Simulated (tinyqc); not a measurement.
Comparisons within one model: tunnelling through a thin dielectric with one trap, as a tight-binding chain. A value that a table varies takes the place of the one given here.

Hopping -t everywhere, t = c/(m a^2), c = hbar^2/2m0; lead sites at 2t (band bottom 0), barrier sites 1 to N at 2t + phi, and site j has U besides. No voltage. Leads give S = -t exp(ika) on sites 1 and N, cos(ka) = 1 - E/(2t). T = (2 t sin(ka))^2 |G_1N|^2, G = (E - H - S)^-1. In the barrier cosh(q a) = 1 + (phi - E)/(2t).

Resonance: the lowest eigenvalue of H + S(E), iterated until its real part equals E (40 rounds from Eb = phi + 2t - sqrt(4t^2 + U^2), the level in an endless barrier). With v the normalised squared amplitudes of that state, Gamma_L = 2 t sin(ka) v_1, Gamma_R = 2 t sin(ka) v_N; Breit-Wigner T = Gamma_L Gamma_R/((E - Er)^2 + (Gamma_L + Gamma_R)^2/4).

Constants: hbar^2/2m0 = 3.80998211 eV angstrom^2.

Inputs chosen for the exercise (barrier and mass of the size used for SiO2 on silicon; not measured data): a = 2 angstrom (site spacing); m = 0.42 m0 (mass, the same in leads and barrier); phi = 3.23 eV (conduction edge of the barrier above that of the leads); N = 8 (barrier sites); j = 6 (site of the trap); U = -3.66 eV (extra energy on the trap site); E = 2.41 eV (electron energy).

## Transmission around the level

Er = 1.95645 eV

widths (meV): left 1.3747, right 113.51

Energies Er + x (Gamma_L + Gamma_R).

T:
```
x     E (eV)     chain  Breit-Wigner   no trap
-8.0  1.0374  1.45e-05      0.000184  1.00e-06
-3.0  1.6118  0.000499       0.00128  7.60e-06
-1.0  1.8416   0.00696       0.00946  1.78e-05
-0.5  1.8990    0.0202        0.0236  2.21e-05
0.0   1.9565    0.0471        0.0473  2.76e-05
0.5   2.0139    0.0285        0.0236  3.46e-05
1.0   2.0713    0.0136       0.00946  4.35e-05
3.0   2.3011   0.00367       0.00128  0.000114
8.0   2.8755   0.00358      0.000184   0.00207
```

At Er the chain gives 0.0471, 1.7e+03 times the value without trap, and Breit-Wigner 0.0473. In the wings the single pole gives 12.6 times the chain value at x = -8 and 0.0514 times at x = 8, because the widths and the level shift change with energy.

## Where a trap does most harm

The trap is moved through the barrier. The area under the resonance, 2 pi Gamma_L Gamma_R/(Gamma_L + Gamma_R), sets the current through it.

Against position:
```
j  Er (eV)  Gamma_L (meV)  Gamma_R (meV)    peak  area (meV)
3   1.9565            114           1.37  0.0473        8.53
4   1.9432           24.9           5.70   0.606        29.1
5   1.9432           5.70           24.9   0.606        29.1
6   1.9565           1.37            114  0.0473        8.53
```

The area is largest at j = 4 and 5 (29.1 meV) and 3.42 times smaller at j = 3: the slower of the two steps limits the current, so traps in the middle carry most. Each site towards a lead multiplies its width by about 4.38, close to exp(2 q a) = 4.38 at Eb.

## Direct against trap-assisted paths

N odd, the trap in the middle, j = (N + 1)/2. Direct T is that without trap at the energy Er; area = 2 pi Gamma_L Gamma_R/(Gamma_L + Gamma_R). The exponents are the slopes of the logarithms between the last two rows, per angstrom.

Against thickness:
```
N   N a (angstrom)  Er (eV)  direct T  area (meV)
5             10.0   1.9711   0.00232         372
7             14.0   1.9466  0.000116        79.2
9             18.0   1.9397  5.92e-06        17.7
11            22.0   1.9380  3.07e-07        4.01
13            26.0   1.9376  1.60e-08       0.914
15            30.0   1.9375  8.35e-10       0.209
17            34.0   1.9375  4.36e-11      0.0477
```

exponents (1/angstrom): direct 0.7381, through the trap 0.3691

The direct path falls as exp(-0.738 d) and the path through a central trap as exp(-0.369 d), 2.00 times more slowly, since each step crosses half the layer. From 5 to 17 sites the first loses 7.7 decades and the second 3.9: in thicker layers even few traps rule the leakage. Inelastic capture with phonons is left out.

## What each parameter does

Resonance and log10 T at E. Each row changes one parameter from the base and keeps the others.

Results:
```
case           Er (eV)  Gamma_L (meV)  Gamma_R (meV)  log10 T
base            1.9565          1.375          113.5   -2.522
m = 0.386 m0    2.0464          2.322          140.1   -2.155
phi = 3.33 eV   2.0583          1.364          112.5   -2.454
N = 9           1.9424          1.300          24.87   -3.116
j = 5           1.9432          5.699          24.94   -2.593
U = -3.55 eV    2.0283          1.605          117.9   -2.383
```

The largest shifts from the base row, up to three for each result and ties (the steps differ in size, so this ranks the rows, not the parameters). Er (eV): phi +0.1018, m +0.0899, U +0.0719. Gamma_L (meV): j +4.32, m +0.948, U +0.231. Gamma_R (meV): N -88.6, j -88.6, m +26.6. log10 T: N -0.594, m +0.366, U +0.139.

Program tinyqc; command `OMP_NUM_THREADS=1 python tinyqc.py 1482382 1482383 out.jsonl`; about 0.05 s on one thread of a shared Intel(R) Xeon(R) Processor @ 2.30GHz.
